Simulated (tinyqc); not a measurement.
From the diamond lattice to a polar crystal: two-band k.p model of the X valleys of a zinc-blende crystal.

k along the valley axis, counted from X, c = hbar^2/2m0, e = c k^2/ml. H = [[e - D/2, i P k], [-i P k, e + D/2]] with P^2 = D0 c/ml, so E = e -/+ sqrt(D^2/4 + D0 e). For D = 0 (diamond lattice) the bands cross at X.

With x = D/D0: for x < 1 the minima lie at k_m = sqrt(ml D0 (1 - x^2)/(4 c)), the hump at X has the height dE = (D0/4)(1 - x)^2 and the mass at the minimum is ml/(1 - x^2); the mass at X is ml/(1 - 1/x), negative for x < 1. For x > 1 the minimum is at X.

Constants: hbar^2/2m0 = 3.80998211 eV angstrom^2.

Values chosen for the exercise (out of a larger set: of the order of those of cubic SiC; not measured data): D0 = 1.174 eV (coupling energy); ml = 0.45 m0 (mass along the axis from remote bands).

D is varied at fixed D0 and ml.

Results:
```
x     D (eV)  k_m (1/angstrom)  dE (meV)  mass at the minimum
0.00   0.000            0.1862    293.50                0.450
0.60   0.704            0.1489     46.96                0.703
0.80   0.939            0.1117     11.74                1.250
0.90   1.057            0.0812      2.94                2.368
1.10   1.291            0.0000      0.00                4.950
1.30   1.526            0.0000      0.00                1.950
2.00   2.348            0.0000      0.00                0.900
4.00   4.696            0.0000      0.00                0.600
```

Give the missing row, x = 0.30.

Computed row:
```
x     D (eV)  k_m (1/angstrom)  dE (meV)  mass at the minimum
0.30   0.352            0.1776    143.81                0.495
```

At D = 0 the minima lie 0.1862 1/angstrom from X under a cusp of D0/4 = 293 meV, the pattern of silicon. The hump shrinks as (1 - x)^2, faster than k_m, so at x = 0.9 it is only 2.93 meV although k_m is still 44 % of its first value. The mass diverges at x = 1 from both sides (2.37 at 0.9, 4.95 at 1.1), where the band is quartic.

Program tinyqc; command `OMP_NUM_THREADS=1 python tinyqc.py 1850712 1850713 out.jsonl`; about 0.01 s on one thread of a shared Intel(R) Xeon(R) Processor @ 2.30GHz.
